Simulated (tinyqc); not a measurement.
## Reverse leakage of an n+-p junction: diffusion, generation, trap-assisted and band-to-band tunnelling: leakage components against the reverse bias

One-sided abrupt junction in the depletion approximation, x from the junction (0) to W on the p side, field F = F0 (1 - x/W). Flat quasi-Fermi levels, long p side. Traps generate through SRH with both lifetimes shortened by 1 + Gamma (Hurkx enhancement, form for moderate fields); band-to-band generation is local and needs a total bending above Eg.

ni = sqrt(Nc Nv) exp(-Eg/(2 Vt)), Eg in volts; Vbi = Vt ln(Na Nd/ni^2); W = sqrt(2 eps0 eps_r (Vbi + VR)/(q Na)); F0 = 2 (Vbi + VR)/W; FG = sqrt(24 mt m0 (kB T)^3)/(q hbar); J_diff = q ni^2 sqrt(Dn/tau)(1 - exp(-VR/Vt))/Na. u = (Vbi + VR)(1 - x/W)^2, p = Na exp(-u/Vt), n = Nd exp((u - Vbi - VR)/Vt); G0 = ni^2 (1 - exp(-VR/Vt))/(tau (n + p + 2 ni cosh(Et/Vt))); Gamma = 2 sqrt(3 pi)(F/FG) exp((F/FG)^2); trap-assisted part G0 Gamma; G_bb = Ab F^2.5 exp(-Bb/F) with F in V/cm, zero unless Vbi + VR > Eg. Currents are q times the integrals over 0 to W; J_bb under 1e-8 of J is printed as 0; rows with F0/FG above 2.2, beyond the range of this Gamma, are left out.

Parameters, values chosen for the exercise; band and dielectric values close to those of germanium:
- T = 250 K (temperature)
- Eg = 0.672 eV (band gap)
- eps_r = 16.2 (relative permittivity)
- Nc = 7.91e18 cm^-3 (conduction-band density of states at T)
- Nv = 4.49e18 cm^-3 (valence-band density of states at T)
- Na = 1.1e17 cm^-3 (acceptor density of the lighter side)
- Nd = 1e20 cm^-3 (donor density of the heavier side)
- tau = 8e-9 s (SRH lifetime of both carriers at zero field)
- Et = 0 eV (trap level above the intrinsic level)
- mt = 0.13 m0 (tunnelling mass)
- Dn = 29 cm^2/s (electron diffusion coefficient on the lighter side)
- Ab = 5.9e14 cm^-0.5 V^-2.5 s^-1 (band-to-band prefactor)
- Bb = 5.19e6 V/cm (band-to-band field constant)

Constants: q = 1.602176634e-19 C, kB = 1.380649e-23 J/K, hbar = 1.054571817e-34 J s, m0 = 9.1093837015e-31 kg, Vt = kB T/q, eps0 = 8.8541878128e-14 F/cm where lengths are in cm. Results are converted to the units shown.

Result of one run:
```
VR (V)	F0 (kV/cm)	F0/FG	J_diff (A/cm^2)	J_SRH (A/cm^2)	J_TAT (A/cm^2)	J_bb (A/cm^2)	J (A/cm^2)	largest part
0.8	189	0.932	8.84e-8	7.04e-5	3.78e-4	7.80e-10	4.48e-4	trap-assisted tunnelling
```

What becomes of these results when the reverse bias VR is changed from 0.8 to 0.5 V, all else the same?

Result of the changed run:
```
VR (V)	F0 (kV/cm)	F0/FG	J_diff (A/cm^2)	J_SRH (A/cm^2)	J_TAT (A/cm^2)	J_bb (A/cm^2)	J (A/cm^2)	largest part
0.5	168	0.830	8.84e-8	5.02e-5	2.19e-4	1.58e-11	2.69e-4	trap-assisted tunnelling
```

The whole series:
```
VR (V)	F0 (kV/cm)	F0/FG	J_diff (A/cm^2)	J_SRH (A/cm^2)	J_TAT (A/cm^2)	J_bb (A/cm^2)	J (A/cm^2)	largest part
0.2	144	0.713	8.84e-8	2.54e-5	8.66e-5	0	1.12e-4	trap-assisted tunnelling
0.5	168	0.830	8.84e-8	5.02e-5	2.19e-4	1.58e-11	2.69e-4	trap-assisted tunnelling
0.8	189	0.932	8.84e-8	7.04e-5	3.78e-4	7.80e-10	4.48e-4	trap-assisted tunnelling
1.1	207	1.02	8.84e-8	8.79e-5	5.68e-4	1.40e-8	6.56e-4	trap-assisted tunnelling
1.4	224	1.11	8.84e-8	1.04e-4	7.96e-4	1.33e-7	8.99e-4	trap-assisted tunnelling
1.7	240	1.19	8.84e-8	1.18e-4	0.00107	8.27e-7	0.00119	trap-assisted tunnelling
2	255	1.26	8.84e-8	1.31e-4	0.00139	3.79e-6	0.00153	trap-assisted tunnelling
2.3	269	1.33	8.84e-8	1.43e-4	0.00179	1.39e-5	0.00194	trap-assisted tunnelling
2.6	282	1.40	8.84e-8	1.55e-4	0.00225	4.25e-5	0.00245	trap-assisted tunnelling
```

J rises from 1.12e-4 to 0.00245 A/cm^2. Trap-assisted tunnelling leads at VR = 0.2 and in all other rows. The ratio J_TAT/J_SRH goes from 3.41 to 14.5 as F0/FG goes from 0.713 to 1.40.

Range of the model: The n+ side is degenerate, so Vbi from Boltzmann statistics is only a guide.

Computed by the program tinyqc: `OMP_NUM_THREADS=1 python tinyqc.py 2290094 2290095 out.jsonl`, one thread of a shared Intel Xeon 2.30GHz, about 0.01 s for the whole run.
